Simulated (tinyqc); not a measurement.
Off-state leakage of single and stacked transistors: subthreshold current against the height of the stack.

n-channel devices of unit width. Subthreshold current I(Vg, Vs, Vd) = I0 (T/300 K)^0.5 exp[(Vg - Vs - VT(T) - gb (Vs - Vb) + dd (Vd - Vs))/(nf Vt)] (1 - exp(-(Vd - Vs)/Vt)), VT(T) = VT - cT (T - 300 K). Gate-edge tunnelling Ig (Vd/1 V) exp(ag (Vd - 1 V)), for a gate at 0 V, and band-to-band leakage Ab u exp(-Bb/u), u = Vd - Vb + 1 V, flow at a drain held at V; both are taken as independent of T. In a stack of off transistors (all gates at 0 V) the same subthreshold current passes through each.

All n gates at 0 V, bottom source at 0 V, top drain at V; node voltages follow from equal currents.

Inputs (values chosen for the exercise); values of the order met in bulk silicon logic transistors:
- T = 300 K (temperature)
- V = 0.9 V (supply voltage)
- VT = 0.39 V (threshold at 300 K, zero drain and body bias)
- cT = 0.9 mV/K (fall of the threshold with temperature)
- I0 = 0.83 uA/um (current at threshold at 300 K)
- nf = 1.53 (slope factor)
- dd = 0.08 (drain-induced lowering per volt)
- gb = 0.25 (rise of the threshold per volt of source-body bias)
- Vb = 0 V (body voltage)

Constants: q = 1.602176634e-19 C, kB = 1.380649e-23 J/K, Vt = kB T/q. Results are converted to the units shown.

Result of one run:
columns A: I (nA/um); B: reduction factor; C: drain voltage of the bottom device (mV); D: source voltage of the top device (mV); E: voltage across the top device (V)
```
A           B      C  D       E
0.2676  1.000  900.0  0  0.9000
```

Which number of transistors in series n gave this result: 1, 2, 3, 5 or 6?

n = 1.

The whole series:
columns A: n; B: I (nA/um); C: reduction factor; D: drain voltage of the bottom device (mV); E: source voltage of the top device (mV); F: voltage across the top device (V)
```
A         B      C      D      E       F
1    0.2676  1.000  900.0      0  0.9000
2   0.04257  6.286  54.67  54.67  0.8453
3   0.02331  11.48  18.84  72.59  0.8274
4   0.01609  16.63  11.64  83.60  0.8164
5   0.01230  21.75  8.458  91.59  0.8084
6  0.009964  26.86  6.650  97.86  0.8021
```

The second transistor cuts the current by a factor of 6.29, the third by a further 1.83 and the sixth by 1.23. The top device keeps 89.1 % of the supply at n = 6, while the drain voltage of the bottom one falls to 0.257 Vt.

Numbers from tinyqc (`OMP_NUM_THREADS=1 python tinyqc.py 2242210 2242211 out.jsonl`; about 0.03 s on one thread of a shared Intel Xeon 2.30GHz).
